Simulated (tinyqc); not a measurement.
# Capacitance measurement on a leaky thin oxide: effects of series resistance and leakage: two studies

The device is a capacitance C in parallel with a leakage conductance G, in series with Rs and Ls. An impedance meter reports either a parallel pair (Cp, Gp) from Y = 1/Z = Gp + i w Cp or a series pair (Cs, Rm) from Z = Rm + 1/(i w Cs); w = 2 pi f, dissipation D = Gp/(w |Cp|).

Values chosen for this exercise; values of the order met in thin-oxide MOS capacitors:
- eox = 3.9 (relative permittivity of the gate insulator (close to silicon dioxide))
- tox = 3.6 nm (insulator thickness)
- A = 10000 um^2 (gate area)
- zc = 0.54 nm (oxide-equivalent thickness added by the accumulation layer)
- zp = 0.11 nm (oxide-equivalent thickness added by gate depletion)
- Jg = 0.14 A/cm^2 (gate leakage current density, not matched to the thickness)
- Vs = 0.38 V (voltage for an e-fold rise of the leakage)
- Rs = 10 ohm (series resistance)
- Ls = 0 nH (series inductance)
- f = 50000 Hz (measuring frequency)

Constants: eps0 = 8.8541878128e-14 F/cm where lengths are in cm. Results are converted to the units shown.

Each table varies one quantity; the others keep the values above.

## Readings against frequency

EOT = 3.9 tox/eox; CET = EOT + zc + zp; C = 3.9 eps0 A/CET; G = Jg A/Vs. Z = Rs + i w Ls + 1/(G + i w C); CET read from Cp = 3.9 eps0 A/Cp; errors under 0.001 % are printed as 0.

The same in every row: C (pF) = 81.25.

Results:
```
f (Hz)  Cp (pF)  Cs (pF)        D  error of Cp (%)  error of Cs (%)  CET read from Cp (nm)
1000      81.19  4.232e5    72.19          -0.0736           5.21e5                  4.253
3000      81.19  4.710e4    24.06          -0.0736           5.79e4                  4.253
10000     81.19     4313    7.219          -0.0736             5210                  4.253
1e5       81.19    123.6   0.7224          -0.0737             52.1                  4.253
3e5       81.19    85.95   0.2422          -0.0739             5.79                  4.253
1e6       81.19    81.67  0.07730          -0.0762            0.521                  4.253
3e6       81.17    81.30  0.03938          -0.0971           0.0579                  4.254
1e7       80.98    81.25  0.05827           -0.333          5.21e-3                  4.264
3e7       79.33    81.25   0.1556            -2.36                0                  4.353
```

Estimate the missing row, f = 30000 Hz.

Computed row:
```
f (Hz)  Cp (pF)  Cs (pF)      D  error of Cp (%)  error of Cs (%)  CET read from Cp (nm)
30000     81.19    551.4  2.407          -0.0736              579                  4.253
```

With this row back in the table: D goes from 72.2 through a minimum of 0.0394 (at f = 3e6 Hz among the rows listed) to 0.156; without inductance its minimum lies at f = sqrt(G (1 + G Rs)/Rs)/(2 pi C) = 3.76e6 Hz. The error of Cp goes from -0.0736 to -2.36 % and that of Cs from 5.21e5 to 0 %; at low frequency Cp tends to C/(1 + G Rs)^2 and Cs grows as 1 + (G/(w C))^2. One of the two readings is within 2 % of C for f = 1000, 3000, 10000, 30000, 1e5, 3e5, 1e6, 3e6, 1e7, 3e7 Hz. For f = 1000, 3000, 10000, 30000 D exceeds 1, where the accuracy of real meters degrades in proportion to sqrt(1 + D^2).

## Effect of the series resistance

Same model as above.

The same in every row: C (pF) = 81.250; Cs (pF) = 250.51.

Effect of the series resistance:
```
Rs (ohm)  Cp (pF)       D  error of Cp (%)  error of Cs (%)  CET read from Cp (nm)
1          81.244  1.4434         -7.37e-3              208                 4.2503
3          81.232  1.4436          -0.0221              208                 4.2509
10         81.190  1.4441          -0.0737              208                 4.2531
30         81.071  1.4457           -0.221              208                 4.2594
100        80.654  1.4512           -0.733              208                 4.2814
300        79.479  1.4670            -2.18              208                 4.3447
1000       75.533  1.5220            -7.04              208                 4.5717
3000       65.570  1.6794            -19.3              208                 5.2663
```

What does the table show?

As Rs goes from 1 to 3000, the error of Cp goes from -0.00737 to -19.3 %, that of Cs from 208 to 208 %, and D rises from 1.44 to 1.68. The CET read from Cp goes from 4.25 to 5.27 nm against the true 4.25 nm. Rs does not enter the imaginary part of Z, so Cs does not depend on it. In every row D exceeds 1, where the accuracy of real meters degrades in proportion to sqrt(1 + D^2).

Numbers from tinyqc (`OMP_NUM_THREADS=1 python tinyqc.py 2022164 2022165 out.jsonl`; about 0.01 s on one thread of a shared Intel Xeon 2.30GHz).
